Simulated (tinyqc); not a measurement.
What moves the results: heavy doping: gap narrowing, degeneracy and the minority density. A value that a table varies takes the place of the one given here.

F_j(eta) = (1/Gamma(j + 1)) integral_0^infinity x^j dx/(1 + exp(x - eta)), which tends to exp(eta) for eta << 0.

Empirical narrowing (Slotboom form, constants chosen for the exercise; published fits of this form give the apparent narrowing, here it is taken as the true one): dEg = E0 [ln(N/N0) + sqrt(ln(N/N0)^2 + C)].

Majority: N = Nc F_1/2(eta), eta the distance of EF beyond the majority band edge in kT. Degeneracy factor gam = F_1/2(eta)/exp(eta). ni0^2 = Nc Nv exp(-Eg/kT); product n p = ni0^2 gam exp(dEg/kT), dEg the true narrowing; apparent narrowing dEa = dEg + kT ln gam; minority density = n p/N.

Bipolar transistor with N as emitter doping: beta = K (N/NB) exp((dEa_B + dG - dEa_E)/kT), dEa_E = dEg(N) + kT ln gam, dEa_B = dEg(NB). For the sweep in T, Nc is scaled as (T/T0)^(3/2) from its value at T0 = T.

Constants: kB = 8.617333262e-05 eV/K.

Inputs chosen for the exercise (gap and densities of states near those of Si at this temperature; narrowing constants near the fits for Si; shifted at random, so the results belong to these values and not to a real crystal):

| symbol | value | unit | meaning |
|---|---|---|---|
| Eg | 1.137 | eV | gap |
| Nc | 2.08e+19 | 1/cm^3 | conduction-band density of states |
| Nv | 8.6e+18 | 1/cm^3 | valence-band density of states |
| T | 250 | K |  |
| E0 | 7.76 | meV | narrowing scale |
| N0 | 1.1e+17 | 1/cm^3 | onset density |
| C | 0.5 |  | smoothing constant |
| N | 2.3e+18 | 1/cm^3 | ionised donors, equal to the majority density |
| NB | 7e+16 | 1/cm^3 | base doping |
| K | 5.6 |  | ratio (D_B W_E)/(D_E W_B) |
| dG | 0 | meV | extra narrowing of the base by alloying |

## Narrowing against degeneracy

N takes the values listed; the last column is N over the factor gam exp(dEg/kT), the doping that a simple model would need to give the same minority density.

Results:

| N (1/cm^3) | eta | gam | dEg (meV) | dEa (meV) | minority (1/cm^3) | effective doping (1/cm^3) |
|---|---|---|---|---|---|---|
| 6.0e+16 | -5.85 | 0.999 | 2.5 | 2.5 | 0.0402 | 5.34e+16 |
| 2.0e+17 | -4.64 | 0.997 | 11.8 | 11.8 | 0.0185 | 1.16e+17 |
| 6.0e+17 | -3.54 | 0.990 | 27.4 | 27.2 | 0.0126 | 1.70e+17 |
| 2.0e+18 | -2.31 | 0.967 | 45.7 | 44.9 | 0.00864 | 2.48e+17 |
| 6.0e+18 | -1.14 | 0.903 | 62.5 | 60.4 | 0.00589 | 3.64e+17 |
| 2.0e+19 | 0.30 | 0.715 | 81.1 | 73.9 | 0.00331 | 6.48e+17 |
| 6.0e+19 | 2.04 | 0.375 | 98.1 | 77.0 | 0.00127 | 1.69e+18 |
| 2.0e+20 | 5.31 | 0.0477 | 116.7 | 51.2 | 0.000115 | 1.86e+19 |
| 4.0e+20 | 8.58 | 0.00361 | 127.5 | 6.3 | 7.19e-06 | 2.98e+20 |

How do the results move?

dEg grows steadily to 127.5 meV, while the apparent value peaks at 77.0 meV for N = 6e+19 and falls to 6.3 meV as the Fermi level enters the band. N grows by a factor 33 from the third to the sixth row and the effective doping by 3.8: net of degeneracy, narrowing takes away 89 % of the factor gained by heavier doping.

## Current gain against temperature

Gain:

| T (K) | beta | beta with dG = 0 | without narrowing |
|---|---|---|---|
| 150 | 6.25 | 6.25 | 184 |
| 200 | 14.4 | 14.4 | 184 |
| 250 | 23.9 | 23.9 | 184 |
| 300 | 33.5 | 33.5 | 184 |
| 350 | 42.6 | 42.6 | 184 |
| 400 | 51.1 | 51.1 | 184 |
| 450 | 58.9 | 58.9 | 184 |

dEa_B + dG - dEa_E at T0 = -44.0 meV

How do the results move?

beta is 6.25 at 150 K and 58.9 at 450 K, since the net exponent is negative: the emitter has the larger apparent narrowing. At 300 K narrowing and degeneracy change the gain by a factor 0.182.

## What moves the minority density and the gain

All results formed anew. Each row changes one parameter from the base and keeps the others.

Results:

| case | dEg (meV) | dEa (meV) | minority (1/cm^3) | beta |
|---|---|---|---|---|
| base | 47.81 | 46.97 | 0.00826 | 23.9 |
| N = 4.6e+18 1/cm^3 | 58.46 | 56.78 | 0.00651 | 30.3 |
| E0 = 9.312 meV | 57.38 | 56.54 | 0.0129 | 15.8 |
| N0 = 2.2e+17 1/cm^3 | 37.23 | 36.39 | 0.00505 | 36.5 |
| Eg = 1.157 eV | 47.81 | 46.97 | 0.00326 | 23.9 |
| Nc = 2.7e+19 1/cm^3 | 47.81 | 47.17 | 0.0108 | 23.7 |
| NB = 1.4e+17 1/cm^3 | 47.81 | 46.97 | 0.00826 | 14.8 |

How do the results move?

The largest shifts from the base row, up to three for each result and ties (the steps differ in size, so this ranks the rows, not the parameters). dEg (meV): N +10.64, N0 -10.58, E0 +9.56; unchanged at the printed digits by Eg, Nc and NB. dEa (meV): N0 -10.58, N +9.80, E0 +9.56; unchanged at the printed digits by Eg and NB. minority (1/cm^3): Eg -0.00499, E0 +0.00461, N0 -0.00320; unchanged at the printed digits by NB. beta: N0 +12.6, NB -9.06, E0 -8.13; unchanged at the printed digits by Eg.

tinyqc: `OMP_NUM_THREADS=1 python tinyqc.py 1651160 1651161 out.jsonl`; about 0.01 s, one thread, shared Intel(R) Xeon(R) Processor @ 2.30GHz.
